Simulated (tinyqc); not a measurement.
Absorption spectrum: gated graphene: carriers, quantum capacitance and optical conductivity.

Conductivity over sigma0 = e^2/(4 hbar): interband Re = sinh(E/2kT)/(cosh(mu/kT) + cosh(E/2kT)); intraband Re = (8 kT/pi) ln(2 cosh(mu/2kT)) Gm/(E^2 + Gm^2). A free sheet absorbs about pi alpha_f Re(sigma/sigma0), alpha_f the fine-structure constant (alpha among the constants).

Constants: kB = 8.617333262e-05 eV/K; fine-structure constant alpha = 0.007297352564.

Values chosen for the exercise (out of a larger set: Fermi velocity near that of graphene, gate dielectric near SiO2; not measured data): T = 300 K; Gm = 5 meV (intraband damping).

mu = 0.10610 eV

Results:
```
E (eV)  interband  intraband  absorption (%)
0.021      0.0133     1.4610           3.380
0.042      0.0286     0.3806           0.938
0.074      0.0607     0.1238           0.423
0.106      0.1115     0.0605           0.394
0.149      0.2266     0.0306           0.590
0.180      0.3487     0.0210           0.847
0.212      0.4988     0.0151           1.178
0.244      0.6490     0.0114           1.514
0.276      0.7745     0.0089           1.796
0.340      0.9221     0.0059           2.128
0.637      0.9997     0.0017           2.296
```

Give the missing row, E (eV) = 0.424.

Computed row:
```
E (eV)  interband  intraband  absorption (%)
0.424      0.9836     0.0038           2.264
```

The edge lies at 2|mu| = 0.212 eV and, for |mu| above about 3 kT (here 4.1), rises from 10 % to 90 % over about 8.8 kT = 0.227 eV. The absorption is lowest, 0.394 %, at 0.106 eV of those listed, between the Drude tail and the edge; at the last row it is 2.296 % against pi alpha_f = 2.293 %. The thin-sheet formula fails where the absorption is large, and trigonal warping matters above about 1.5 eV.

(tinyqc, `OMP_NUM_THREADS=1 python tinyqc.py 1681914 1681915 out.jsonl`, Intel(R) Xeon(R) Processor @ 2.30GHz, 1 thread, shared host, about 0.01 s.)
